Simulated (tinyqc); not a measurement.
# Changing the drive I/I_c0

Model: single-domain magnet: Stoner-Wohlfarth switching, Neel-Arrhenius retention, LLG dynamics and spin torque. Computed by tinyqc, a small Python program. Command: `OMP_NUM_THREADS=1 python tinyqc.py 3031998 3031999 out.jsonl macro sweep`. One thread of a shared host (Intel(R) Xeon(R) Processor @ 2.30GHz), about 0.02 s of CPU time with the checks.

The moment is uniform, with unit vector m; z is the easy axis. mu_0 = 1.25663706212e-6 T m/A, gamma = 1.76085963023e11 rad/(s T).

Inputs (values chosen for the exercise, for a model magnet):
```
quantity,value,unit
saturation magnetisation M_s,757,kA/m
diameter d,17,nm
aspect ratio p,4.1,-
bulk anisotropy K_u,68,kJ/m^3
exchange stiffness A,18,pJ/m
temperature T,398,K
attempt frequency f0,1,GHz
waiting time t_w,1e-08,s
damping alpha,0.039,-
spin-torque efficiency eta,0.36,-
```

Shape: prolate spheroid, easy axis along it.

Constants: k_B = 1.380649e-23 J/K; e = 1.602176634e-19 C; hbar = 1.054571817e-34 J s.

Method:
- N_z = [p ln(p + sqrt(p^2 - 1))/sqrt(p^2 - 1) - 1]/(p^2 - 1); V = pi d^3 p/6; K_eff = K_u + K_shape, K_shape = -(mu_0 M_s^2/4)(3 N_z - 1); mu_0 H_K = 2 K_eff/M_s.
- Delta = K_eff V/(k_B T); tau = exp(Delta)/f0; probability of a flip within t_w: P = 1 - exp(-t_w/tau). Wall width parameter sqrt(A/K_eff); a two-domain state costs 4 sqrt(A K_eff) times the cross-section that the wall cuts (pi d^2/4).
- For axial symmetry and a polariser along z: I_c0 = (4 e alpha/(hbar eta)) K_eff V; relaxation time tau_D = (1 + alpha^2)/(alpha gamma mu_0 H_K); thermal start angle theta_0 = 1/sqrt(2 Delta); switching time about tau_D ln(pi/(2 theta_0))/(I/I_c0 - 1); precession frequency gamma mu_0 H_K/(2 pi (1 + alpha^2)).
- The polar equation dm_z/dt = -(1 - m_z^2)(i - m_z)/tau_D, i = I/I_c0, integrates to t = tau_D [F(cos theta_0) - F(0)], F(z) = -ln(1 - z)/(2 (i - 1)) + ln(1 + z)/(2 (i + 1)) + ln(i - z)/(i^2 - 1), theta_0 = 1/sqrt(2 Delta).

One run for each value:
```
drive I/I_c0,time to m_z = 0 (ns),"switching time, estimate (ns)"
1.1,6.793,10.04
2.0,0.946,1.00
2.6,0.613,0.63
3.4,0.419,0.42
4.4,0.300,0.30
5.8,0.215,0.21
7.6,0.158,0.15
10.0,0.117,0.11
```

Give the missing row, drive I/I_c0 = 1.5.

Computed row:
```
drive I/I_c0  time to m_z = 0 (ns)  switching time, estimate (ns)
1.5                          1.757                           2.01
```

Interpolating between the two neighbouring rows (the first column on a logarithmic scale, the others too where they are positive) misses most in switching time, estimate (ns), by 51 %. Over the rows, time to m_z = 0 (ns) falls from 6.79 to 0.117 (exponent d ln y / d ln x -4.4 between the first rows and -1.1 between the last); switching time, estimate (ns) falls from 10.0 to 0.112 (exponent d ln y / d ln x -5.2 between the first rows and -1.1 between the last). The estimate keeps the small-angle growth rate alpha (i - 1) all the way; near threshold the true rate rises as m_z falls, so the estimate is too long there. Within some 20 % of threshold thermal noise, left out here, sets the time.

Extremes, crossings and ranges named in words are read from the listed rows.
